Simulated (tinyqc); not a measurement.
What moves the results: Peierls distortion of a half-filled chain. A value that a table varies takes the place of the one given here.

Atoms move by +/- u, so bonds change by -/+ 2u and hoppings are t +/- 2 al u. Bands E = -/+ sqrt((2 t cos x)^2 + D^2 sin^2 x) with D = 4 al u, x = k a in (0, pi/2); the gap is 2D. Energy per atom at zero temperature: E(u) = -mean_x sqrt(...) + 2 K u^2; exactly, the mean is (4t/pi) E(1 - z^2), z = D/2t, E the complete elliptic integral of the second kind with parameter m. Coupling lambda = 2 al^2/(pi t K).

Constants: kB = 8.617333262e-05 eV/K.

Inputs chosen for the exercise: t = 2.16 eV (hopping of the even chain); al = 3.4 eV/angstrom (change of hopping with bond length); K = 11.4 eV/angstrom^2 (spring constant of a bond).

## Energy against distortion

Exact means; both parts are counted from u = 0.

Energies per atom:
```
u (angstrom)  gap (eV)  electrons (meV)  springs (meV)  total (meV)
0.0096           0.261            -5.51           2.10        -3.41
0.0241           0.656           -27.48          13.24       -14.23
0.0482           1.311           -88.37          52.97       -35.40
0.0723           1.967          -171.13         119.18       -51.95
0.0964           2.622          -270.18         211.88       -58.30
0.1205           3.278          -382.02         331.06       -50.96
0.1446           3.933          -504.21         476.73       -27.48
0.1686           4.586          -634.42         648.11        13.69
0.2120           5.766          -887.32        1024.72       137.41
```

The ratio of electronic gain to elastic cost is 2.62 in the first row and 0.87 in the last: the gain goes as u^2 ln(1/u), so it wins at small u for any K. The total is lowest at u = 0.0964 angstrom and turns positive between 0.1446 and 0.1686.

## A coarse mesh hides or distorts the instability

u0 from the gap equation K = 4 al^2 mean(sin^2 x/|E|) on the mesh x_j = (j + 1/2) pi/(2N); 0 where it has no root.

Results:
```
N     u0 (angstrom)  gap (eV)  smallest |E| at u = 0 (eV)
1            0.0000     0.000                       3.055
2            0.0695     1.890                       1.653
3            0.0921     2.505                       1.118
4            0.0954     2.595                       0.843
6            0.0963     2.620                       0.564
8            0.0964     2.621                       0.423
12           0.0964     2.621                       0.283
20           0.0964     2.621                       0.170
40           0.0964     2.621                       0.085
4000         0.0964     2.621                       0.001
```

For N = 1 no distortion is found: the mesh leaves its own gap at u = 0, which cuts off the logarithm. u0 is within 1 % of the last row from N = 4 on; the mesh must resolve D = 1.311 eV, and the coherence length xi/a = 2t/D is 3.3.

## Closing of the gap with temperature

The gap equation gains the factor tanh(|E|/2kT); 4000 points; Tp is where its root reaches zero.

Results:
```
T/Tp  T (K)  u (angstrom)   u/u0
0.20   1605        0.0964  1.000
0.40   3211        0.0952  0.988
0.60   4816        0.0882  0.915
0.70   5619        0.0809  0.840
0.80   6421        0.0697  0.723
0.90   7224        0.0518  0.537
0.95   7625        0.0375  0.389
0.99   7947        0.0171  0.177
```

Tp = 8027 K

D(0)/(kB Tp) = 1.895, against 1.764 at weak coupling. u/u0 is 0.915 at 0.6 Tp and 0.537 at 0.9 Tp, and near Tp it goes as sqrt(1 - T/Tp): 2.20 between the last two rows against sqrt(5) = 2.24. In a single chain fluctuations forbid this transition; coupling between chains sets the real one, far lower.

## What moves the distortion

Exact means. Each row changes one parameter from the base and keeps the others.

Results:
```
case                     lambda  u0 (angstrom)  gap (eV)  E(u0) - E(0) (meV)
base                     0.2989         0.0964     2.621              -58.30
t = 2.268 eV             0.2846         0.0920     2.502              -51.10
al = 3.57 eV/angstrom    0.3295         0.1101     3.144              -82.02
K = 11.97 eV/angstrom^2  0.2846         0.0876     2.383              -48.66
```

The largest shifts from the base row, up to three for each result and ties (the steps differ in size, so this ranks the rows, not the parameters). lambda: al +0.0306, K -0.0142, t -0.0142. u0 (angstrom): al +0.0137, K -0.0088, t -0.0044. gap (eV): al +0.523, K -0.238, t -0.119. E(u0) - E(0) (meV): al -23.72, K +9.64, t +7.20.

Run: tinyqc, `OMP_NUM_THREADS=1 python tinyqc.py 1681195 1681196 out.jsonl`; Intel(R) Xeon(R) Processor @ 2.30GHz, one thread, shared host; about 0.07 s of CPU time with all checks.
